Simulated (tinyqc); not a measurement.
Conductance of a narrow metal strip with scatterers (square lattice, Green functions), step by step. Values are carried at full precision from step to step, so a last printed digit may differ when a step is redone from the rounded ones.

A strip of W sites across with hard walls, site energy 0 and hopping -t. Mode n = 1 to W has profile chi_n(j) = sqrt(2/(W + 1)) sin(n j pi/(W + 1)) and energy en = -2t cos(n pi/(W + 1)); E = en - 2t cos(kn a). With z_n = exp(i kn a) (Im k > 0 for closed modes, |z| < 1) each lead gives the self-energy -t z_n in mode n. One column carries the site energies v, here a uniform barrier across the strip, as of a grain boundary. In the mode basis V_nm = sum_j chi_n(j) v_j chi_m(j), G = (E - en + 2 t z_n - V)^-1, and t_nm = 2t sqrt(sin(kn a) sin(km a)) G_nm in size for open modes. T = sum |t_nm|^2, conductance (2e^2/h) T.

Constants: e^2/h = 3.874045865e-05 S.

Values chosen for the exercise (hopping and spacing of the size met in Cu or Al; the lattice is a model; the results hold for these values, not for the real material): t = 1.41 eV (hopping); a = 2.5 angstrom (spacing); W = 5 (sites across); E = 1.09 eV (Fermi energy); v = (1.5, 1.5, 1.5, 1.5, 1.5) eV (site energies in the scattering column).

## Modes at the Fermi energy

For each n: en, cos(kn a) = (en - E)/(2t), z_n and the velocity 2 t a sin(kn a) (zero if closed).

Modes:

| n | en (eV) | cos(k a) | z | dE/dk (eV angstrom) |
|---|---|---|---|---|
| 1 | -2.4422 | -1.25255 | -0.49831 | 0.0000 |
| 2 | -1.4100 | -0.88652 | -0.88652+0.46268i | 3.2619 |
| 3 | 0.0000 | -0.38652 | -0.38652+0.92228i | 6.5021 |
| 4 | 1.4100 | 0.11348 | 0.11348+0.99354i | 7.0045 |
| 5 | 2.4422 | 0.47950 | 0.47950+0.87754i | 6.1867 |

4 of 5 modes are open, so the clean strip has a resistance of 3227 ohm, whatever its length.

## The scatterer in the mode basis

Form V_nm.

V (eV), lower triangle:
```
        n=1     n=2     n=3     n=4     n=5
n=1  1.5000
n=2       0  1.5000
n=3       0       0  1.5000
n=4       0       0       0  1.5000
n=5       0       0       0       0  1.5000
```

A uniform column does not mix the modes.

## Green function and transmission

E - en + 2 t z_n = 2t (z_n - cos(kn a)). Invert, form |t_nm|^2 = (2t)^2 Im(z_n) Im(z_m) |G_nm|^2 and sum. The added resistance is 1/(2 (e^2/h) T) less the same for the clean strip.

G (1/eV):
```
        n=1              n=2              n=3              n=4              n=5
n=1  1.5950           0.0000           0.0000           0.0000           0.0000
n=2  0.0000  -0.3795-0.3301i           0.0000           0.0000           0.0000
n=3  0.0000           0.0000  -0.1664-0.2885i           0.0000           0.0000
n=4  0.0000           0.0000           0.0000  -0.1485-0.2774i           0.0000
n=5  0.0000           0.0000           0.0000           0.0000  -0.1791-0.2955i
```

|t_nm|^2, lower triangle:
```
     n=1     n=2     n=3     n=4     n=5
n=1    0
n=2    0  0.4307
n=3    0       0  0.7504
n=4    0       0       0  0.7772
n=5    0       0       0       0  0.7313
```

T = 2.6897
added resistance = 1572 ohm

Mode 2 passes least (0.431) and mode 4 most (0.777); 0.0 % of the transmitted flux changes mode.

## Checks

- Transmitted plus reflected flux against the number of open modes: both 4.00000.

Program tinyqc; command `OMP_NUM_THREADS=1 python tinyqc.py 1452358 1452359 out.jsonl`; about 0.01 s on one thread of a shared Intel(R) Xeon(R) Processor @ 2.30GHz.
